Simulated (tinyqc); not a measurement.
# Frequency dispersion of an accumulation capacitance by border traps, distributed model: effects of single changes

Traps spread evenly through the insulator exchange electrons with the semiconductor by tunnelling, with tau(x) = t0 exp(2 ka x) at depth x from the interface. The admittance per area Y seen at depth x obeys dY/dx = -Y^2/(i w eps0 eox) + q Nb ln(1 + i w tau)/tau, with Y(0) = i w Cs and w = 2 pi f; the gate sees Y(tox) = G + i w C. Working variable y = Y/(i w), in uF/cm^2. Cox = eps0 eox/tox.

Inputs (values chosen for the exercise); permittivity close to that of aluminium oxide: relative permittivity of the insulator eox = 8.83; insulator thickness tox = 6.2 nm; semiconductor capacitance in accumulation Cs = 4.1 uF/cm^2; density of border traps Nb = 2.7e19 cm^-3 eV^-1; decay constant of the wave function in the insulator ka = 5.5 1/nm; time constant of a trap at the interface t0 = 3e-10 s; frequency f = 100 Hz.

Constants: q = 1.602176634e-19 C, eps0 = 8.8541878128e-14 F/cm where lengths are in cm. Results are converted to the units shown.

Each table varies one quantity; the others keep the values above.

## Capacitance and loss against frequency

Cox; trap-free value 1/(1/Cox + 1/Cs); response depth d = ln(1/(w t0))/(2 ka), where w tau = 1; lumped estimate: all traps within d act as C_bt = q Nb d placed at d/2, so C = 1/{1/[1/(1/Cs + d/(2 eps0 eox)) + C_bt] + (tox - d/2)/(eps0 eox)}. C and G from a fine integration; dispersion -d C/d log10 f over C, from f times and over 1.1. For a broad spread of time constants G/w is close to -(pi/2) dC/d ln w.

The same in every row: trap-free C (uF/cm^2) = 0.9644.

Capacitance and loss against frequency:
```
f (Hz)  d (nm)  C (uF/cm^2)  G/w (uF/cm^2)  dispersion (% a decade)  -(pi/2) dC/d ln w (uF/cm^2)  lumped C (uF/cm^2)
10       1.617        1.042       0.009987                    1.404                     0.009980               1.032
100      1.408        1.028       0.009040                    1.288                     0.009034               1.020
1000     1.198        1.016       0.008137                    1.173                     0.008130               1.009
10000   0.9890        1.004       0.007273                    1.061                     0.007267              0.9988
1e5     0.7797       0.9944       0.006448                   0.9497                     0.006443              0.9897
1e6     0.5704       0.9855       0.005661                   0.8414                     0.005657              0.9816
1e7     0.3610       0.9778       0.004899                   0.7361                     0.004910              0.9744
```

C falls from 1.042 to 0.9778 uF/cm^2, towards the trap-free 0.9644; each decade of frequency removes ln 10/(2 ka) = 0.209 nm from the response depth. The dispersion falls from 1.40 to 0.736 % a decade and G/w falls from 0.00999 to 0.00490 uF/cm^2. G/w lies between 0.998 and 1.00 times -(pi/2) dC/d ln w, the relation for a broad spread of time constants.

## Effect of the decay constant of the wave function in the insulator

Same model as above.

The same in every row: trap-free C (uF/cm^2) = 0.9644.

Effect of the decay constant of the wave function in the insulator:
```
ka (1/nm)  d (nm)  C (uF/cm^2)  G/w (uF/cm^2)  dispersion (% a decade)  -(pi/2) dC/d ln w (uF/cm^2)  lumped C (uF/cm^2)
2.5         3.097        1.203        0.04230                    5.133                      0.04213               1.146
3.2         2.419        1.117        0.02496                    3.268                      0.02490               1.087
3.9         1.985        1.074        0.01690                    2.304                      0.01688               1.056
4.6         1.683        1.048        0.01243                    1.736                      0.01241               1.036
5.3         1.461        1.032       0.009645                    1.369                     0.009637               1.023
6           1.290        1.021       0.007784                    1.117                     0.007779               1.014
6.7         1.156        1.012       0.006468                   0.9362                     0.006465               1.007
7.4         1.046        1.006       0.005498                   0.8008                     0.005496               1.001
```

As ka goes from 2.5 to 7.4, C falls from 1.20 to 1.01 uF/cm^2, the dispersion falls from 5.13 to 0.801 % a decade and G/w falls from 0.0423 to 0.00550 uF/cm^2. The lumped estimate is 4.7 % below C in the first row and 0.46 % below it in the last.

tinyqc, about 0.4 s, one thread, Intel Xeon 2.30GHz (shared host): `OMP_NUM_THREADS=1 python tinyqc.py 2202090 2202091 out.jsonl`
